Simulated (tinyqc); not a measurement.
Worked calculation: ionisation potential and affinity of a slab from the planar-averaged potential. Values are carried at full precision from step to step, so a last printed digit may differ when a step is redone from the rounded ones.

A model of the planar-averaged electrostatic energy of an electron in a periodic cell of N1 periods of A (L1 = N1 n1 h) and N2 periods of vacuum (L2 = N2 n2 h), on z_j = j h: V(z) = f VA + (1 - f) VB + F t(z), VA = V1[0] + V1[1] cos(2 pi z/(n1 h)) + V1[2] cos(4 pi z/(n1 h)), VB the same with V2, n2 and z - L1. f = [tanh(z/w) - tanh((z - L1)/w) + tanh((z - L1 - L2)/w)]/2 + 1/2; t(z) = z - L1/2 in A and (L1/L2)(L1 + L2/2 - z) beyond, so that the cell is periodic.

Constants: e^2/(4 pi eps0) = 14.39964547 eV angstrom.

Parameters, chosen for this exercise (gap near that of InAs; the results hold for these values, not for the real material): h = 0.35 angstrom (grid step); n1 = 6 (grid points per period of A); n2 = 7 (grid points per period of the vacuum filter); N1 = 4 (periods of A); N2 = 4 (periods of vacuum); V1 = (-6.45, 4.92, -0.62) eV (mean and two harmonics of the potential in A); V2 = (0, 0, 0) eV (the same in vacuum); w = 0.32 angstrom (width of the interfaces); F = 0 eV/angstrom (slope in A from opposite charges on the two interfaces); Ev1 = 1.08 eV (valence top of bulk A above its mean potential); Eg1 = (0.05, 0.41) eV (gap of A: semi-local value, corrected value); fv1 = 0.51 (share of the correction that lowers the valence top of A); eps = 1.9 (dielectric constant at the interface).

## The planar average

Evaluate V on the grid, j = 0, 1, ...

V(z_j) (eV): -1.075  -3.309  -8.493  -11.973  -8.599  -3.680  -2.150  -3.680  -8.600  -11.990  -8.600  -3.680  -2.150  -3.680  -8.600  -11.990  -8.600  -3.680  -2.150  -3.680  -8.599  -11.973  -8.493  -3.309  -1.075  -0.371  -0.107  -0.017  -0.001  0.000  0.000  0.000  0.000  0.000  0.000  0.000  0.000  0.000  0.000  0.000  0.000  0.000  0.000  0.000  0.000  0.000  0.000  0.000  0.000  -0.005  -0.107  -1.210

## Running means

Running mean over n points, periodic: for odd n the plain mean of the n points centred on j; for even n the n + 1 points with half weight at both ends. The macroscopic average applies the mean over n1 points and then over n2 points.

Apply the first mean, then the second.

after the mean over n1 points (eV): -3.364  -5.069  -5.982  -6.278  -6.398  -6.438  -6.448  -6.450  -6.450  -6.450  -6.450  -6.450  -6.450  -6.450  -6.450  -6.450  -6.450  -6.450  -6.448  -6.438  -6.398  -6.278  -5.912  -4.929  -3.225  -1.521  -0.538  -0.172  -0.052  -0.012  -0.002  0.000  0.000  0.000  0.000  0.000  0.000  0.000  0.000  0.000  0.000  0.000  0.000  0.000  0.000  0.000  -0.001  -0.010  -0.120  -0.310  -0.675  -1.659

macroscopic average (eV): -3.334  -4.203  -5.027  -5.711  -6.152  -6.349  -6.416  -6.441  -6.448  -6.450  -6.450  -6.450  -6.450  -6.450  -6.450  -6.450  -6.448  -6.441  -6.416  -6.339  -6.122  -5.661  -4.957  -4.114  -3.225  -2.336  -1.493  -0.789  -0.328  -0.111  -0.034  -0.009  -0.002  0.000  0.000  0.000  0.000  0.000  0.000  0.000  0.000  0.000  0.000  0.000  -0.001  -0.019  -0.063  -0.159  -0.396  -0.877  -1.601  -2.454

Around the middle of vacuum the first mean varies by 0 meV over five points and the second by 0 meV.

## The potential line-up

Read the macroscopic average in the middle of each region, j = 12 and j = 38, and its slope in A by a central difference over two points each way.

plateau in A = -6.450 eV
plateau in vacuum = 0.000 eV
dV = vacuum - A = 6.450 eV
slope in A = 0.000 eV/angstrom

The plateaus are flat, so the line-up is well defined.

## Ionisation potential and affinity

IP = dV - Ev1, EA = IP - gap. The correction opens the gap by c = Eg1[1] - Eg1[0], lowers the valence top by fv1 c and raises the conduction edge by (1 - fv1) c; dV is kept.

IP, EA with the semi-local gap (eV): 5.370  5.320

c = 0.36 eV

IP, EA corrected (eV): 5.554  5.144

The correction raises IP by 0.18 eV and lowers EA by 0.18 eV.

## The dipole behind the step

A step dV of the mean electron energy from A to vacuum across an interface equals 4 pi (e^2/4 pi eps0) times a dipole per area p (in e angstrom per angstrom^2). For a change of 0.1 eV in dV, give the charge per area moved over 2 angstrom in a medium of dielectric constant eps: sigma = 0.1 eps/(4 pi (e^2/4 pi eps0) 2). 1 angstrom^-2 = 1e16 cm^-2.

|p| = 0.03564 e/angstrom
sigma = 5.25e+12 e/cm^2

With about 7e14 atoms per cm^2 in a plane (as on a silicon (100) face), 0.8 % of an electron per atom shifts the line-up by 0.1 eV.

## Checks

- Line-up in a cell of 14 + 14 periods without slope against V2[0] - V1[0] (eV): both 6.4500.

tinyqc: `OMP_NUM_THREADS=1 python tinyqc.py 1850906 1850907 out.jsonl`; about 0.01 s, one thread, shared Intel(R) Xeon(R) Processor @ 2.30GHz.
